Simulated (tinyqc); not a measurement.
# Inputs raised by 10 %, one at a time

Model: millisecond and nanosecond annealing: surface heating, thermal budget and solid-phase regrowth. Computed by tinyqc, a small Python program. Command: `OMP_NUM_THREADS=1 python tinyqc.py 3001417 3001418 out.jsonl flash sens`. One thread of a shared host (Intel(R) Xeon(R) Processor @ 2.30GHz), about 0.02 s of CPU time with the checks.

A square pulse heats the surface of a thick wafer with constant thermal properties; losses by radiation are neglected and silicon melts at 1414 C.

Inputs (values chosen for the exercise, modelled on hot silicon with phosphorus):
```
quantity                      value        unit
incident fluence               11.4      J/cm^2
pulse length t_p            0.00038           s
reflectance R                  0.39           -
thermal conductivity k         0.31    W/(cm K)
heat capacity per volume c     2.38  J/(cm^3 K)
preheat temperature T0          600           C
dopant prefactor D0            4.43      cm^2/s
dopant activation energy E     3.64          eV
regrowth prefactor v0       5.7e+08        cm/s
regrowth energy E_v            2.68          eV
```

Source: scanned laser.

Constants: k_B = 8.617333262e-05 eV/K.

Method:
- Absorbed flux q = (1 - R) fluence/t_p; kappa = k/c. With f(z, t) = (2 q/k) sqrt(kappa t) ierfc(z/(2 sqrt(kappa t))), ierfc(x) = exp(-x^2)/sqrt(pi) - x erfc(x): T = T0 + f(z, t) during the pulse and T0 + f(z, t) - f(z, t - t_p) after it.
- At the surface the rise at the end of the pulse is 2 q sqrt(t_p/(pi k c)); the fluence that just melts the surface scales with (1414 - T0).
- Temperatures in kelvin are T(C) + 273.15.
- Integrate exp(-E/(k_B T(t))) at the surface from 0 to 10 t_p (Gauss-Legendre, 60 points in sqrt(t) up to t_p and 60 in sqrt(t - t_p) after it). (Dt) = D0 x integral with E; regrowth = v0 x integral with E_v; effective time = integral/exp(-E/(k_B T_peak)).

Runs; columns: (1) input moved; (2) from; (3) to; (4) diffusion length 2 sqrt(Dt) (nm); (5) possible regrowth (nm); (6) effective time over t_p; (7) fluence at the melting threshold (J/cm^2):
```
(1)                                       (2)    (3)       (4)     (5)      (6)     (7)
base run                                    -      -  0.050328  45.374  0.17676  19.802
incident fluence (J/cm^2)                11.4  12.54  0.084279  95.669  0.17131  19.802
reflectance R                            0.39  0.429  0.035561  27.496  0.18112  21.154
thermal conductivity k (W/(cm K))        0.31  0.341  0.039142  31.571  0.17985  20.768
heat capacity per volume c (J/(cm^3 K))  2.38  2.618  0.039142  31.571  0.17985  20.768
dopant activation energy E (eV)          3.64  4.004  0.009938  45.374  0.16052  19.802
dopant prefactor D0 (cm^2/s)             4.43  4.873  0.052785  45.374  0.17676  19.802
```

Exponents ln(y'/y) / ln(x'/x):
```
input                       diffusion length 2 sqrt(Dt)  possible regrowth  effective time over t_p  fluence at the melting threshold
incident fluence                                  5.409              7.827                   -0.328                             0.000
reflectance R                                    -3.644             -5.255                    0.256                             0.693
thermal conductivity k                           -2.638             -3.805                    0.182                             0.500
heat capacity per volume c                       -2.638             -3.805                    0.182                             0.500
dopant activation energy E                      -17.021              0.000                   -1.011                             0.000
dopant prefactor D0                               0.500              0.000                    0.000                             0.000
```

To which inputs is each result most sensitive?

Among the inputs moved here: diffusion length 2 sqrt(Dt) answers most in size to dopant activation energy E (exponent -17.021), next to incident fluence (+5.409). Its exponent +0.500 in dopant prefactor D0: a diffusion length. Possible regrowth answers most in size to incident fluence (exponent +7.827), next to reflectance R (-5.255); its exponent is below 0.0005 for dopant activation energy E, dopant prefactor D0. Effective time over t_p answers most in size to dopant activation energy E (exponent -1.011), next to incident fluence (-0.328); its exponent is below 0.0005 for dopant prefactor D0. Fluence at the melting threshold answers most in size to reflectance R (exponent +0.693), next to thermal conductivity k (+0.500); its exponent is below 0.0005 for incident fluence, dopant activation energy E, dopant prefactor D0. Its exponent +0.500 in thermal conductivity k: the rise goes as 1/sqrt(k c). Its exponent +0.500 in heat capacity per volume c: the rise goes as 1/sqrt(k c).

Caution (all rows): equilibrium diffusivities are used; implant damage enhances diffusion, and k and c vary with temperature. Caution (all rows): a diffusion length below the atomic spacing of 0.235 nm means about one jump per atom or fewer, so the profile does not change measurably.
